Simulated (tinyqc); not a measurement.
Inside a calculation: propagation of a band-gap error through k.p and effective-mass formulas. Values are carried at full precision from step to step, so a last printed digit may differ when a step is redone from the rounded ones.

Chain, for a gap E (the reference Eg or another value), with Ep and Dso kept: 1/me = 1 + Ep (E + 2 Dso/3)/(E (E + Dso)); g* = 2 - 2 Ep Dso/(3 E (E + Dso)); g1(E) = g1 + (Ep/3)(1/E - 1/Eg), g2(E) = g2 + (Ep/6)(1/E - 1/Eg), light hole 1/(g1 + 2 g2), heavy hole 1/(g1 - 2 g2) along [100]; optical constant ei(E) = 1 + (ei - 1)(EP/(EP + E - Eg))^2, static e0(E) = ei(E) + e0 - ei.

Constants: Ry = 13.60569312 eV; a0 (Bohr radius) = 0.5291772105 angstrom; kB = 8.617333262e-05 eV/K; hbar^2/2m0 = 3.80998211 eV angstrom^2.

Parameters, chosen for this exercise (reference values near those of ZnSe, gap at low temperature; not measured data):
```
symbol  value  unit        meaning
Eg      2.872  eV          gap at Gamma to the s-like level
Dso     0.392  eV          spin-orbit splitting
Ep      23.9   eV          Kane energy
g1      3.75               Luttinger gamma1
g2      1.24               gamma2
e0      8.7                static dielectric constant
ei      5.97               optical dielectric constant
EP      7.07   eV          mean (Penn) gap
Eg2     1.58   eV          a wrong gap, of the size a semi-local functional can give
mh      0.36   m0          density-of-states mass of the holes
T       300    K           temperature
k       0.026  1/angstrom  wave vector
```

## Masses, g factor and screening for both gaps

Evaluate the chain at Eg and at Eg2.

Band values at the two gaps:
```
quantity     at Eg     at Eg2  ratio
me          0.1113    0.06612  0.594
g*           1.334  -0.004605      -
g1           3.750      6.018  1.605
g2           1.240      2.374  1.915
light hole  0.1605    0.09288  0.579
heavy hole  0.7874     0.7874  1.000
ei           5.970      8.441  1.414
e0           8.700      11.17  1.284
```

The gap is off by a factor of 0.55; the electron mass follows with 0.59 and the light hole with 0.58, while the heavy hole, which does not couple to the conduction level, keeps its value. The optical constant changes less, by +41 %, as it answers to the mean gap, which shifts by the same -1.29 eV on a base of 7.07 eV. g* moves by -1.34; remote bands, left out here, shift it by tenths or, where it is large, by some per cent.

## Binding energies and densities for both gaps

Donor: R = Ry me/e0^2, a_B = a0 e0/me, Mott density (0.26/a_B)^3. Nc, Nv = 2 (m kT/(4 pi c))^(3/2), c = hbar^2/2m0, ni = sqrt(Nc Nv) exp(-E/2kT). Exciton: Ry mu/e0^2 with 1/mu = 1/me + g1(E). 1 angstrom^-3 = 1e24 cm^-3.

Use the values of the table.

Results:
```
quantity                  at Eg     at Eg2     ratio
R (meV)                   20.00      7.209     0.360
a_B (angstrom)            41.38      89.41      2.16
Mott density (cm^-3)  2.480e+17  2.459e+16    0.0992
Nc (cm^-3)            9.312e+17  4.266e+17     0.458
ni (cm^-3)            1.690e-06  8.140e+04  4.82e+10
exciton (meV)             14.11      5.157     0.365
```

Power laws carry the error on: the donor energy (me/e0^2) by a factor of 0.360, the Mott density (cube of me/e0) by 0.0992. ni, with its exponential, changes by a factor of 4.82e+10, that is 10.7 decades.

## A scissor shift and what it does not mend

A rigid shift D = Eg - Eg2 of the conduction band restores the gap but leaves the curvature, so the mass stays me(Eg2); redoing the sum 1/m = 1 + Ep (E + 2 Dso/3)/(E (E + Dso)) with E = Eg and the same Ep gives another mass. For optics, eps2 at the edge goes as |p|^2/E^2: a rigid shift keeps the dipole elements p/E, while shifting the energies under unchanged p scales eps2 by (Eg2/Eg)^2.

shift D = 1.292 eV
mass under a rigid shift = 0.0661 m0
mass from the sum with the corrected gap = 0.1113 m0
factor on eps2 if p is left unscaled = 0.303

The rigid shift leaves the mass off by a factor of 0.59. The mass from the corrected gap is the reference me(Eg) here, because the exercise keeps Ep fixed; a real correction of the gap depends on k and changes Ep as well.

## Far from the edge the relative error shrinks

Two-level dispersion E(k) = sqrt(E^2/4 + Ep c k^2) - E/2 at k/4, k, 4k for both gaps, c = hbar^2/2m0.

Energies above the edge:
```
k (1/angstrom)  at Eg (eV)  at Eg2 (eV)  ratio
0.00650             0.0013       0.0024  1.816
0.02600             0.0213       0.0380  1.788
0.10400             0.3096       0.4785  1.546
```

The ratio tends to Eg/Eg2 = 1.82 at k = 0 and goes from 1.816 to 1.546: at large k both curves approach the same slope sqrt(Ep c), while their distance in eV grows towards |Eg - Eg2|/2.

## Checks

- Chain at E = Eg against the inputs g1, g2, ei, e0: they agree to 1e-10 or better.

tinyqc: `OMP_NUM_THREADS=1 python tinyqc.py 1850179 1850180 out.jsonl`; about 0.01 s, one thread, shared Intel(R) Xeon(R) Processor @ 2.30GHz.
